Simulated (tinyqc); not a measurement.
Worked calculation: potential-pH (Pourbaix) lines of a metal, its cation, its oxide and an oxyanion, with a complexing ligand. Computed by tinyqc, a small Python program that keeps every step. Command: `OMP_NUM_THREADS=1 python tinyqc.py 3019596 3019597 out.jsonl pourb walk`. One thread of a shared host (Intel(R) Xeon(R) Processor @ 2.30GHz), about 0.02 s of CPU time with the checks. Intermediate numbers are printed to about 7 digits and carried at full precision; extremes and crossings named in words are read from the listed rows.

Potentials are against the standard hydrogen electrode; solids and water have unit activity; dG_f of M, H+ and the electron is zero; F = e N_A and s = R T ln(10)/F. The cation carries z = 2.

Inputs (values chosen for the exercise, for a model metal):

| quantity | value | unit |
|---|---|---|
| dG_f of the cation | -56.8 | kJ/mol |
| dG_f of the oxide | -214.18 | kJ/mol |
| dG_f of the oxyanion | -296.47 | kJ/mol |
| dG_f of water | -237.14 | kJ/mol |
| temperature T | 298.15 | K |
| log10 of the dissolved activity a | -3 | - |
| pH | 3.6 | - |
| potential E | 0.83 | V |
| log10 of the stability constant beta of ML | 9 | - |
| pKa of HL | 9 | - |
| total ligand c_L | 0.012 | mol/L |
| limiting current density i_L | 0.00023 | A/cm^2 |
| molar volume V_m | 6.67 | cm^3/mol |

Species: M, M2+, MO, MO2(2-).

exchange current densities, metal and cathodic (A/cm^2): 1.1e-07  7.7e-10

Tafel slopes, anodic and cathodic (mV/decade): 80  120

Constants: R = 8.314462618 J/(mol K); e = 1.602176634e-19 C; N_A = 6.02214076e+23 1/mol.

## Standard potentials

M2+ + 2e = M; MO + 2H+ + 2e = M + H2O; MO2(2-) + 4H+ + 2e = M + 2H2O. For each, E0 = -dG/(z F), and E = E0 + (s/z) log10 a - (s n_H/z) pH, with no activity term for the oxide.

s = 0.05915935 V

E0 (V): cation -0.2943453, oxide 0.1189818, oxyanion 0.9214354

The metal is less noble than hydrogen.

## Vertical lines

Two oxidised species coexist where their lines against the metal cross: pH1 (cation/oxide) = [E0(oxide) - E0(cation)]/s - (log10 a)/z; pH2 (oxide/oxyanion) = {[E0(oxyanion) - E0(oxide)]/s + (log10 a)/z}/(4/z - 1).

pH1 = 8.486674

pH2 = 12.06427

width of the oxide field, pH2 - pH1 = 3.577599

The oxide is stable from pH 8.49 to 12.06; each decade less of dissolved metal narrows this field by 1.00 pH units.

## The stable species at (pH, E)

The metal is stable below the lowest of the three lines; above it, the species of the lowest line is stable. Water lines at 1 bar: hydrogen E = -s pH, oxygen E = -dG_f(water)/(2F) - s pH.

lines at this pH (V): cation -0.3830843, oxide -0.0939918, oxyanion 0.4067491

upper limit of immunity = -0.3830843 V

hydrogen line = -0.2129737 V

oxygen line = 1.015918 V

E above the limit of immunity = 1.213084 V

Stable here: the cation (corrosion). Water itself can oxidise the metal at this pH. Caution: other oxidation states, hydroxides and hydrides are left out, and the lines say nothing of rates.

## A complexing ligand

The free ligand is c_L/(1 + 10^(pKa - pH)) (ligand in excess); dissolved metal is a in all, so the free cation is a/alpha, alpha = 1 + beta [L]; the cation line drops by (s/z) log10 alpha.

free ligand = 4.777267e-08 mol/L

log10 alpha = 1.688177

cation line with ligand = -0.4330200 V

that line less the oxide line = -0.3390282 V

With the ligand the dissolved state lies below the oxide: the oxide dissolves at this pH.

## Mixed potential with oxygen reduction

Anodic i = i0a 10^((E - E_a)/b_a) with E_a the cation line with ligand; cathodic i = i0c 10^((E_c - E)/b_c) with E_c the oxygen line; supply caps the cathodic current, 1/i_c = 1/i(Tafel) + 1/i_L. E_corr makes the two currents equal. Without the cap it would be [b_c E_a + b_a E_c + b_a b_c log10(i0c/i0a)]/(b_a + b_c). Rate = i V_m/(z F). Films are left out.

E_corr without the cap = 0.04311983 V

corrosion potential E_corr = -0.1673946 V

corrosion current density = 2.299905e-04 A/cm^2

i/i_L = 0.9999589

etch rate = 4.769752 nm/min

The current sits at the supply limit: stirring or more oxidant, not the ligand, sets the rate.

## The diagram with and without ligand

The formulas are those given above.

Lines against the metal (V); the species with the lowest line is stable above it:

| pH | cation | oxide | oxyanion | stable above | cation with ligand | stable above, ligand |
|---|---|---|---|---|---|---|
| 0 | -0.3830843 | 0.1189818 | 0.8326964 | cation | -0.3832375 | dissolved |
| 2 | -0.3830843 | 0.0006631 | 0.5960590 | cation | -0.3932130 | dissolved |
| 4 | -0.3830843 | -0.1176556 | 0.3594216 | cation | -0.4446923 | dissolved |
| 5 | -0.3830843 | -0.1768149 | 0.2411029 | cation | -0.4741749 | dissolved |
| 6 | -0.3830843 | -0.2359743 | 0.1227842 | cation | -0.5037334 | dissolved |
| 7 | -0.3830843 | -0.2951336 | 0.0044655 | cation | -0.5331971 | dissolved |
| 8 | -0.3830843 | -0.3542930 | -0.1138532 | cation | -0.5616801 | dissolved |
| 9 | -0.3830843 | -0.4134523 | -0.2321719 | oxide | -0.5835798 | dissolved |
| 10 | -0.3830843 | -0.4726117 | -0.3504906 | oxide | -0.5912598 | dissolved |
| 12 | -0.3830843 | -0.5909304 | -0.5871280 | oxide | -0.5924713 | dissolved |
| 14 | -0.3830843 | -0.7092491 | -0.8237654 | oxyanion | -0.5924840 | oxyanion |

Without ligand the oxide holds 3 of the eleven rows (pH 9 to 12), with it 0. The ligand acts once beta [L] exceeds 1, from pH = pKa - log10(beta c_L) = 1.9 on; its line then falls by at most s/z per pH unit and flattens beyond pKa, 0.209 V below the free cation at most. The oxide line falls faster, by s per pH unit.

Checks made by the program: the lines cross at pH1 and pH2 (relative difference below 1e-10).
